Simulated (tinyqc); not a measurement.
# Ballistic Schottky-barrier transistor with a two-dimensional channel, WKB contacts: effects of single changes

Source Fermi level 0, drain Fermi level -Vd. Far from the contacts Ec = pn - psi, and the gate moves psi one to one; the band edges relax as exp(-x/lam) from pn at the source and pn - Vd at the drain; Ev = Ec - Eg. A carrier of energy w inside the channel band meets at a contact a barrier of height D (the contact edge beyond the channel edge): T = 1 for w >= D, else exp(-S), S = 4 lam sqrt(m/C) [sqrt(D - w) - sqrt(w) arctan sqrt((D - w)/w)], C = hbar^2/(2 m0). The two contacts combine as Ts Td/(Ts + Td - Ts Td).

Parameters, values chosen for the exercise; channel values close to those of an ultrathin silicon body with silicide contacts:

| symbol | value | unit | meaning |
|---|---|---|---|
| T | 300 | K | temperature |
| Eg | 1.12 | eV | band gap |
| pn | 0.4 | eV | barrier for electrons at both contacts |
| mn | 0.19 | m0 | electron mass |
| mp | 0.25 | m0 | hole mass |
| g | 2 |  | valleys or subbands |
| lam | 3.6 | nm | screening length at the contacts |
| Vd | 0.5 | V | drain bias |

Constants: q = 1.602176634e-19 C, kB = 1.380649e-23 J/K, hbar = 1.054571817e-34 J s, h = 6.62607015e-34 J s, m0 = 9.1093837015e-31 kg, Vt = kB T/q, hbar^2/(2 m0) = 0.0380998212 eV nm^2. Results are converted to the units shown.

Each table varies one quantity; the others keep the values above.

## Ambipolar transfer curve

I/W = g (2 q^2/h) int T(w) [N(Es + w) - N(Ed + w)] dw with w the energy of motion along the channel, N(y) = (1/2 pi) sqrt(pi m kB T/C) Fm(-y/kB T), Fm(x) = (1/sqrt(pi)) int_0^infinity u^(-1/2)/(1 + exp(u - x)) du. Electrons: Ds = psi, Dd = psi - Vd, Es = Ec, Ed = Ec + Vd. Holes: Ds = -psi, Dd = Vd - psi, Es = -Ev, Ed = -Ev - Vd. The size of each current is taken; both flow from drain to source and add. The integrals are converged. Swing = d(psi)/d(log10 I).

Ambipolar transfer curve:

| ps (V) | electrons (uA/um) | holes (uA/um) | I (uA/um) | swing (mV/decade) |
|---|---|---|---|---|
| -0.58 | 1.396e-14 | 0.06994 | 0.06994 | -169.1 |
| -0.47 | 9.838e-13 | 0.01303 | 0.01303 | -135.3 |
| -0.37 | 4.708e-11 | 0.002030 | 0.002030 | -115.1 |
| -0.27 | 2.253e-9 | 2.539e-4 | 2.539e-4 | -108.8 |
| -0.17 | 1.078e-7 | 3.125e-5 | 3.136e-5 | -112.9 |
| -0.06 | 7.597e-6 | 3.428e-6 | 1.102e-5 | 111.9 |
| 0.04 | 1.614e-4 | 5.131e-7 | 1.620e-4 | 150.2 |
| 0.14 | 7.246e-4 | 8.685e-8 | 7.247e-4 | 150.0 |
| 0.24 | 0.003638 | 1.693e-8 | 0.003638 | 135.8 |
| 0.35 | 0.02590 | 3.336e-9 | 0.02590 | 123.4 |
| 0.45 | 0.1735 | 8.523e-10 | 0.1735 | 121.6 |
| 0.55 | 1.017 | 5.401e-11 | 1.017 | 144.0 |

Read the table: what changes, and by how much?

I goes from 0.0699 through a minimum of 1.10e-5 (at ps = -0.06 V among the rows listed) to 1.02 uA/um; the exact minimum lies at psi = -0.0851 V. Holes carry the left branch and electrons the right. The ratio of the last row to the smallest is 92200 and of the first row 6340, with barriers of 0.4 eV for electrons and 0.720 eV for holes. The steepest swing among the rows is 109 mV/decade, against the thermionic limit 59.5.

## Barrier height from the temperature dependence

Same model as above.

The apparent barrier is -d ln(I_e/T^1.5)/d(q/kB T), taken between T - 10 K and T + 10 K for the electron current.

Barrier height from the temperature dependence:

| ps (V) | electrons (uA/um) | Ec (eV) | apparent barrier (eV) |
|---|---|---|---|
| -0.25 | 4.88e-9 | 0.650 | 0.650 |
| -0.18 | 7.32e-8 | 0.580 | 0.580 |
| -0.11 | 1.10e-6 | 0.510 | 0.510 |
| -0.04 | 1.65e-5 | 0.440 | 0.440 |
| 0 | 7.74e-5 | 0.400 | 0.400 |
| 0.1 | 3.96e-4 | 0.300 | 0.349 |
| 0.17 | 0.00116 | 0.230 | 0.308 |
| 0.24 | 0.00364 | 0.160 | 0.261 |
| 0.31 | 0.0124 | 0.090 | 0.210 |
| 0.38 | 0.0456 | 0.020 | 0.155 |
| 0.45 | 0.174 | -0.050 | 0.100 |

What does the table show?

For psi < 0 the channel edge is the highest point, and the apparent barrier follows Ec one to one (0.650 eV against 0.650). At flat band it is 0.400 eV (psi = 0 V), near pn = 0.4 eV. Beyond, the top stays at pn but tunnelling lowers the apparent value to 0.100 eV in the last row, so only the point where the line bends gives the true barrier.

## Effect of the drain bias on the off state

Same model as above.

For each Vd, psi is set to the minimum of I.

Effect of the drain bias on the off state:

| Vd (V) | psi at the minimum (V) | smallest I (uA/um) |
|---|---|---|
| 0.05 | -0.236 | 2.57e-8 |
| 0.21 | -0.182 | 2.19e-7 |
| 0.37 | -0.129 | 1.59e-6 |
| 0.53 | -0.075 | 1.26e-5 |
| 0.68 | -0.022 | 9.37e-5 |
| 0.84 | 0.080 | 5.00e-4 |
| 1 | 0.171 | 0.00205 |

What does the comparison show?

The smallest current rises from 2.57e-8 to 0.00205 uA/um, 3.84 decades a volt between the last two rows, and the minimum moves by 0.43 V a volt over the table: a larger Vd lets holes enter from the drain while electrons still enter from the source.

Range of the model: No scattering, image-force lowering, channel charge or band-to-band tunnelling; parabolic kappa overstates S deep in the gap.

Program tinyqc, `OMP_NUM_THREADS=1 python tinyqc.py 2390035 2390036 out.jsonl`; Intel Xeon 2.30GHz, shared host, one thread, about 0.5 s.
